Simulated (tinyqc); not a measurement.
# Which input was changed?

Model: finite-size error of a charged defect in a periodic cell: Madelung and Makov-Payne terms. Computed by tinyqc, a small Python program. Command: `OMP_NUM_THREADS=1 python tinyqc.py 3021355 3021356 out.jsonl imagecharge which`. One thread of a shared host (Intel(R) Xeon(R) Processor @ 2.30GHz), about 0.3 s of CPU time with the checks.

L is the cube root of the cell volume. The defect charge is a Gaussian, rho(r) = q (2 pi sigma^2)^(-3/2) exp(-r^2/2 sigma^2), repeated periodically in a uniform neutralising background and screened by a continuum. The model cell energy is E(L) = E_0 + [periodic - isolated electrostatic energy].

Inputs (values chosen for the exercise, with screening close to that of GaN):
```
quantity                                     value      unit
charge q                                         1         e
cell length L                                 17.3  angstrom
dielectric constant eps                       9.34         -
width sigma of the defect charge               1.8  angstrom
formation energy of the isolated defect E_0  3.376        eV
```

Supercell lattice: sc. Screening: isotropic.

Constants: e^2/(4 pi eps_0) = 14.39964548 eV angstrom.

Method:
- Cell vectors: (1,0,0), (0,1,0), (0,0,1), scaled to volume L^3.
- Ewald sum for a unit point charge: scale each Cartesian component of the cell by 1/sqrt(eps_i), giving R', G' and V'; E = [ (1/2) sum erfc(eta R')/R' + (2 pi/V') sum exp(-G'^2/4 eta^2)/G'^2 - eta/sqrt(pi) - pi/(2 V' eta^2) ] e^2/(4 pi eps_0) / sqrt(eps_x eps_y eps_z), over n_i = -6..6, omitting n = (0,0,0), eta = 2/V'^(1/3). alpha = -2 E eps_g L/(e^2/(4 pi eps_0)), eps_g = (eps_x eps_y eps_z)^(1/3).
- Periodic energy of the Gaussian: (2 pi q^2/V) sum_(G != 0) exp(-sigma^2 G^2)/(G.eps.G) x e^2/(4 pi eps_0), n_i = -k..k with k = max(9, L/sigma rounded up). Isolated energy: q^2/(2 sqrt(pi) sigma) <1/(n.eps.n)> e^2/(4 pi eps_0), the mean over directions n, here 1/eps.
- Second radial moment Q = q <r^2> = 3 q sigma^2; E(corrected) = E(L) + q^2 alpha e^2/(4 pi eps_0)/(2 eps L) - 2 pi q Q e^2/(4 pi eps_0)/(3 eps L^3). Errors left are the corrected energies less E_0.

Problem. One of these inputs alone was changed, within the range given: cell length L (8.65 to 30); dielectric constant eps (4.67 to 18.68); width sigma of the defect charge (0.9 to 3.5). Which one, and to what value?

Results:
```
run     error left after the first term (eV)  point-charge correction -q^2 E (eV)  isolated energy (eV)
before                           0.006061659                            0.1264252             0.2416170
after                            0.002648044                            0.0959279             0.2416170
```

Solution.

Each candidate set to reproduce error left after the first term, and what it then gives:
```
candidate                                    range searched  value needed  point-charge correction -q^2 E (eV)  isolated energy (eV)
cell length L (angstrom)                         8.65 to 30         22.80                              0.09593               0.24162
dielectric constant eps                       4.67 to 18.68  out of reach                                    -                     -
width sigma of the defect charge (angstrom)      0.9 to 3.5         1.190                              0.12643               0.36556
```

Only cell length L fits every result: it went from 17.3 to 22.8 angstrom. The next best candidate, width sigma of the defect charge, misses one result by 51 %.
